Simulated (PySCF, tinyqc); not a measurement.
FCI on RHF in the sto-6g basis, for H4, spin multiplicity 1, step by step. The lowest restricted solution is unstable here: a spin-polarised one lies 0.1225 hartree lower (PySCF). Computed by tinyqc, a small Python program that keeps every step (integrals from PySCF). Settings: charge = 0, multiplicity = 1, basis = sto-6g, method = RHF, energy threshold = 1e-10, iteration cap = 70, orthogonalisation = symmetric, start = atomic densities, DIIS depth = 6, ci = FCI. Command: `OMP_NUM_THREADS=1 python tinyqc.py 25151 25152 out.jsonl` (the two numbers bound the seeds that draw the settings). One thread of a shared host (Intel(R) Xeon(R) Processor @ 2.60GHz), about 0.1 s of CPU time with the checks. The early iterations of the SCF are left out here.

## One-electron integrals

Geometry (angstrom):
```
atom         x         y         z
H     0.000000  0.000000  0.000000
H     0.000000  0.000000  1.502000
H     0.000000  1.944000  0.000000
H     0.000000  1.944000  1.502000
```

Basis sto-6g: exponents (1/bohr^2) and contraction coefficients of normalised primitives:
```
element  l (shell)   exponent  coefficient
H            s (1)  35.523221     0.009164
H            s (1)   6.513144     0.049361
H            s (1)   1.822143     0.168538
H            s (1)   0.625955     0.370563
H            s (1)   0.243077     0.416492
H            s (1)   0.100112     0.130334
```

Overlap, kinetic and nuclear-attraction integrals over the contracted functions; the nuclear repulsion is the sum of Za Zb / Rab.

nuclear repulsion = 1.67986277 hartree

overlap S, order 1H 1s, 2H 1s, 3H 1s, 4H 1s:
```
[[1.000000, 0.256108, 0.131092, 0.056288],
 [0.256108, 1.000000, 0.056288, 0.131092],
 [0.131092, 0.056288, 1.000000, 0.256108],
 [0.056288, 0.131092, 0.256108, 1.000000]]
```

kinetic energy T (hartree), order 1H 1s, 2H 1s, 3H 1s, 4H 1s:
```
[[0.768522, 0.008906, -0.011011, -0.010439],
 [0.008906, 0.768522, -0.010439, -0.011011],
 [-0.011011, -0.010439, 0.768522, 0.008906],
 [-0.010439, -0.011011, 0.008906, 0.768522]]
```

nuclear attraction V (hartree), order 1H 1s, 2H 1s, 3H 1s, 4H 1s:
```
[[-2.077915, -0.460829, -0.221570, -0.096476],
 [-0.460829, -2.077915, -0.096476, -0.221570],
 [-0.221570, -0.096476, -2.077915, -0.460829],
 [-0.096476, -0.221570, -0.460829, -2.077915]]
```

core Hamiltonian H = T + V (hartree), order 1H 1s, 2H 1s, 3H 1s, 4H 1s:
```
[[-1.309392, -0.451923, -0.232581, -0.106915],
 [-0.451923, -1.309392, -0.106915, -0.232581],
 [-0.232581, -0.106915, -1.309392, -0.451923],
 [-0.106915, -0.232581, -0.451923, -1.309392]]
```

## Two-electron integrals

Functions are numbered as in S; the eight-fold symmetry (ij|kl) = (ji|kl) = (kl|ij) leaves the list below.

Two-electron integrals (ij|kl) in chemists' order, unique and non-zero (hartree):
```
(11|11) 0.774999   (21|11) 0.137081   (21|21) 0.037174   (22|11) 0.345396
(22|21) 0.137081   (22|22) 0.774999   (31|11) 0.061893   (31|21) 0.012919
(31|22) 0.037923   (31|31) 0.008832   (32|11) 0.020825   (32|21) 0.005953
(32|22) 0.023272   (32|31) 0.003148   (32|32) 0.001470   (33|11) 0.271050
(33|21) 0.064223   (33|22) 0.215265   (33|31) 0.061893   (33|32) 0.023272
(33|33) 0.774999   (41|11) 0.023272   (41|21) 0.005953   (41|22) 0.020825
(41|31) 0.003148   (41|32) 0.001433   (41|33) 0.020825   (41|41) 0.001470
(42|11) 0.037923   (42|21) 0.012919   (42|22) 0.061893   (42|31) 0.005407
(42|32) 0.003148   (42|33) 0.037923   (42|41) 0.003148   (42|42) 0.008832
(43|11) 0.064223   (43|21) 0.017201   (43|22) 0.064223   (43|31) 0.012919
(43|32) 0.005953   (43|33) 0.137081   (43|41) 0.005953   (43|42) 0.012919
(43|43) 0.037174   (44|11) 0.215265   (44|21) 0.064223   (44|22) 0.271050
(44|31) 0.037923   (44|32) 0.020825   (44|33) 0.345396   (44|41) 0.023272
(44|42) 0.061893   (44|43) 0.137081   (44|44) 0.774999
```

## Orthogonalisation

S = U s U^T; symmetric (Loewdin) form X = U s^(-1/2) U^T, so that X^T S X = 1.

eigenvalues of S: [0.669088, 0.818696, 1.068728, 1.443488]

X, order 1H 1s, 2H 1s, 3H 1s, 4H 1s:
```
[[1.031840, -0.132021, -0.063080, -0.004413],
 [-0.132021, 1.031840, -0.004413, -0.063080],
 [-0.063080, -0.004413, 1.031840, -0.132021],
 [-0.004413, -0.063080, -0.132021, 1.031840]]
```

## Iteration 3 (converged): orbitals

converged F (hartree), order 1H 1s, 2H 1s, 3H 1s, 4H 1s:
```
[[-0.144691, -0.308014, -0.089351, -0.060426],
 [-0.308014, -0.144691, -0.060426, -0.089351],
 [-0.089351, -0.060426, -0.144691, -0.308014],
 [-0.060426, -0.089351, -0.308014, -0.144691]]
```

Diagonalise F' = X^T F X, C = X C', fill 2 alpha and 2 beta electrons from the bottom; D = 2 C_occ C_occ^T. Each column has its largest component positive (the first on a tie).

F' = X^T F X (hartree):
```
[[-0.062334, -0.288079, -0.064275, -0.002691],
 [-0.288079, -0.062334, -0.002691, -0.064275],
 [-0.064275, -0.002691, -0.062334, -0.288079],
 [-0.002691, -0.064275, -0.288079, -0.062334]]
```

orbital energies (hartree): [-0.417379, -0.283448, 0.164162, 0.287329]

coefficients C, order 1H 1s, 2H 1s, 3H 1s, 4H 1s:
```
[[0.416163, 0.483656, 0.552597, 0.611264],
 [0.416163, 0.483656, -0.552597, -0.611264],
 [0.416163, -0.483656, 0.552597, -0.611264],
 [0.416163, -0.483656, -0.552597, 0.611264]]
```

D after iteration 3, order 1H 1s, 2H 1s, 3H 1s, 4H 1s:
```
[[0.814229, 0.814229, -0.121463, -0.121463],
 [0.814229, 0.814229, -0.121463, -0.121463],
 [-0.121463, -0.121463, 0.814229, 0.814229],
 [-0.121463, -0.121463, 0.814229, 0.814229]]
```

## Convergence

Stop when the energy changes by less than 1e-10 hartree and every element of the error matrix X^T (F D S - S D F) X is below 3e-06.

Course of the cycle:
```
iteration  E (hartree)     change  largest element of the error matrix
1          -1.24533991          -                             3.42e-16
2          -1.80672028  -5.61e-01                             1.11e-15
3          -1.80672028   3.11e-15                             1.27e-15
```

PySCF RHF in the same basis = -1.80672028 hartree

Converged in 3 iterations.

## Integrals over molecular orbitals

(pq|rs) = sum C_ip C_jq C_kr C_ls (ij|kl), one index at a time.

one-electron integrals over orbitals h = C^T H C (hartree):
```
[[-1.455372, 0.000000, 0.000000, 0.000000],
 [0.000000, -1.330385, 0.000000, 0.000000],
 [0.000000, 0.000000, -1.200854, 0.000000],
 [0.000000, 0.000000, 0.000000, -1.093734]]
```

Two-electron integrals over orbitals (pq|rs), unique and non-zero (hartree):
```
(11|11) 0.396751   (21|21) 0.156456   (22|11) 0.398849   (22|22) 0.405696
(31|31) 0.124414   (32|32) 0.104033   (33|11) 0.396071   (33|22) 0.400661
(33|33) 0.405249   (41|32) 0.101641   (41|41) 0.099315   (42|31) 0.130141
(42|42) 0.138573   (43|21) 0.161577   (43|43) 0.174611   (44|11) 0.400778
(44|22) 0.408697   (44|33) 0.411270   (44|44) 0.420051
```

## FCI: determinants and Hamiltonian

Hartree-Fock energy = -1.80672028 hartree

Slater-Condon rules over spin orbitals, with the nuclear repulsion added and E(HF) subtracted on the diagonal. Only determinants linked to the reference directly or through others are kept (one block of an abelian symmetry group), so some states are absent.

Occupation strings over the orbitals (2 doubly, a alpha, b beta, 0 empty; spin orbitals ordered 1a 1b 2a 2b ...): 2200 aabb 2020 abab 2002 abba baab 0220 baba 0202 bbaa 0022

H - E(HF) between determinants (hartree), order 2200, aabb, 2020, abab, 2002, abba, baab, 0220, baba, 0202, bbaa, 0022:
```
[[0.000000, -0.028499, 0.104033, -0.101641, 0.138573, 0.130141, 0.130141, 0.124414, -0.101641, 0.099315, -0.028499, 0.000000],
 [-0.028499, 0.491496, 0.101641, -0.104033, -0.130141, -0.138573, -0.124414, -0.130141, -0.099315, 0.101641, 0.000000, -0.028499],
 [0.104033, 0.101641, 0.311587, 0.059936, 0.174611, -0.161577, -0.161577, 0.156456, 0.059936, 0.000000, 0.101641, 0.099315],
 [-0.101641, -0.104033, 0.059936, 0.559577, 0.161577, -0.174611, -0.156456, 0.161577, 0.000000, 0.059936, -0.099315, -0.101641],
 [0.138573, -0.130141, 0.174611, 0.161577, 0.609657, -0.031437, -0.031437, 0.000000, 0.161577, 0.156456, -0.130141, 0.124414],
 [0.130141, -0.138573, -0.161577, -0.174611, -0.031437, 0.619216, 0.000000, -0.031437, -0.156456, -0.161577, -0.124414, 0.130141],
 [0.130141, -0.124414, -0.161577, -0.156456, -0.031437, 0.000000, 0.619216, -0.031437, -0.174611, -0.161577, -0.138573, 0.130141],
 [0.124414, -0.130141, 0.156456, 0.161577, 0.000000, -0.031437, -0.031437, 0.629628, 0.161577, 0.174611, -0.130141, 0.138573],
 [-0.101641, -0.099315, 0.059936, 0.000000, 0.161577, -0.156456, -0.174611, 0.161577, 0.559577, 0.059936, -0.104033, -0.101641],
 [0.099315, 0.101641, 0.000000, 0.059936, 0.156456, -0.161577, -0.161577, 0.174611, 0.059936, 0.821736, 0.101641, 0.104033],
 [-0.028499, 0.000000, 0.101641, -0.099315, -0.130141, -0.124414, -0.138573, -0.130141, -0.104033, 0.101641, 0.491496, -0.028499],
 [0.000000, -0.028499, 0.099315, -0.101641, 0.124414, 0.130141, 0.130141, 0.138573, -0.101641, 0.104033, -0.028499, 1.018564]]
```

## FCI: roots

Diagonalise (each vector has its largest component positive (the first on a tie)); all determinants have Ms = 0, so triplets appear too. The lowest singlet root is the correlation energy.

lowest roots of this matrix, relative to E(HF) (hartree): [-0.187016, -0.013932, 0.025161, 0.432851, 0.489291, 0.555542, 0.617050, 0.625457]

lowest vectors, order 2200, aabb, 2020, abab, 2002, abba, baab, 0220, baba, 0202, bbaa, 0022:
```
[[0.856698, 0.098974, 0.000000, 0.429191],
 [0.021334, -0.260955, 0.408248, 0.155889],
 [-0.267960, 0.621488, 0.000000, 0.567958],
 [0.157837, 0.138449, 0.408248, -0.263029],
 [-0.156730, -0.425608, 0.000000, 0.224558],
 [-0.179171, 0.122506, 0.408248, 0.107141],
 [-0.179171, 0.122506, 0.408248, 0.107141],
 [-0.143418, -0.399579, 0.000000, 0.323550],
 [0.157837, 0.138449, 0.408248, -0.263029],
 [-0.129297, 0.242067, 0.000000, -0.172712],
 [0.021334, -0.260955, 0.408248, 0.155889],
 [0.132196, 0.002713, 0.000000, -0.313606]]
```

<S^2> of these roots: [0.000000, 0.000000, 6.000000, 0.000000, 2.000000, 2.000000, 0.000000, 2.000000]

weight of the ground state by excitation level 0, 1, 2, ...: [0.733931, 0.000000, 0.248593, 0.000000, 0.017476]

The reference has a weight of only 0.73: one determinant is a poor start here.
